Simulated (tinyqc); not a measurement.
## Ballistic Schottky-barrier transistor with a two-dimensional channel, WKB contacts: ambipolar transfer curve

Source Fermi level 0, drain Fermi level -Vd. Far from the contacts Ec = pn - psi, and the gate moves psi one to one; the band edges relax as exp(-x/lam) from pn at the source and pn - Vd at the drain; Ev = Ec - Eg. A carrier of energy w inside the channel band meets at a contact a barrier of height D (the contact edge beyond the channel edge): T = 1 for w >= D, else exp(-S), S = 4 lam sqrt(m/C) [sqrt(D - w) - sqrt(w) arctan sqrt((D - w)/w)], C = hbar^2/(2 m0). The two contacts combine as Ts Td/(Ts + Td - Ts Td).

I/W = g (2 q^2/h) int T(w) [N(Es + w) - N(Ed + w)] dw with w the energy of motion along the channel, N(y) = (1/2 pi) sqrt(pi m kB T/C) Fm(-y/kB T), Fm(x) = (1/sqrt(pi)) int_0^infinity u^(-1/2)/(1 + exp(u - x)) du. Electrons: Ds = psi, Dd = psi - Vd, Es = Ec, Ed = Ec + Vd. Holes: Ds = -psi, Dd = Vd - psi, Es = -Ev, Ed = -Ev - Vd. The size of each current is taken; both flow from drain to source and add. The integrals are converged. Swing = d(psi)/d(log10 I).

Parameters, values chosen for the exercise; channel values close to those of an ultrathin silicon body with silicide contacts:
- T = 350 K (temperature)
- Eg = 1.12 eV (band gap)
- pn = 0.29 eV (barrier for electrons at both contacts)
- mn = 0.18 m0 (electron mass)
- mp = 0.26 m0 (hole mass)
- g = 2 (valleys or subbands)
- lam = 3.6 nm (screening length at the contacts)
- Vd = 0.5 V (drain bias)

Constants: q = 1.602176634e-19 C, kB = 1.380649e-23 J/K, hbar = 1.054571817e-34 J s, h = 6.62607015e-34 J s, m0 = 9.1093837015e-31 kg, Vt = kB T/q, hbar^2/(2 m0) = 0.0380998212 eV nm^2. Results are converted to the units shown.

Result of one run:

| electrons (uA/um) | holes (uA/um) | I (uA/um) | swing (mV/decade) |
|---|---|---|---|
| 0.06237 | 1.850e-7 | 0.06237 | 176.1 |

Which band shift psi of the channel by the gate ps gave this result: -0.26, -0.16, -0.06 or 0.04 V?

ps = 0.04 V.

The whole series:

| ps (V) | electrons (uA/um) | holes (uA/um) | I (uA/um) | swing (mV/decade) |
|---|---|---|---|---|
| -0.66 | 1.041e-11 | 0.01251 | 0.01251 | -165.3 |
| -0.56 | 2.867e-10 | 0.002804 | 0.002804 | -144.7 |
| -0.46 | 7.896e-9 | 5.337e-4 | 5.338e-4 | -135.0 |
| -0.36 | 2.175e-7 | 9.637e-5 | 9.659e-5 | -136.2 |
| -0.26 | 5.988e-6 | 1.807e-5 | 2.406e-5 | -563.5 |
| -0.16 | 1.649e-4 | 3.622e-6 | 1.685e-4 | 71.72 |
| -0.06 | 0.004541 | 7.839e-7 | 0.004542 | 69.47 |
| 0.04 | 0.06237 | 1.850e-7 | 0.06237 | 176.1 |
| 0.14 | 0.2162 | 4.808e-8 | 0.2162 | 184.5 |
| 0.24 | 0.7884 | 1.386e-8 | 0.7884 | 171.6 |
| 0.34 | 3.087 | 4.416e-9 | 3.087 | 169.7 |
| 0.44 | 11.00 | 1.489e-9 | 11.00 | 198.8 |

I goes from 0.0125 through a minimum of 2.41e-5 (at ps = -0.26 V among the rows listed) to 11.0 uA/um; the exact minimum lies at psi = -0.252 V. Holes carry the left branch and electrons the right. The ratio of the last row to the smallest is 4.57e5 and of the first row 520, with barriers of 0.29 eV for electrons and 0.830 eV for holes. The steepest swing among the rows is 69.5 mV/decade, against the thermionic limit 69.4.

Range of the model: No scattering, image-force lowering, channel charge or band-to-band tunnelling; parabolic kappa overstates S deep in the gap.

Computed by the program tinyqc: `OMP_NUM_THREADS=1 python tinyqc.py 2390063 2390064 out.jsonl`, one thread of a shared Intel Xeon 2.30GHz, about 0.5 s for the whole run.
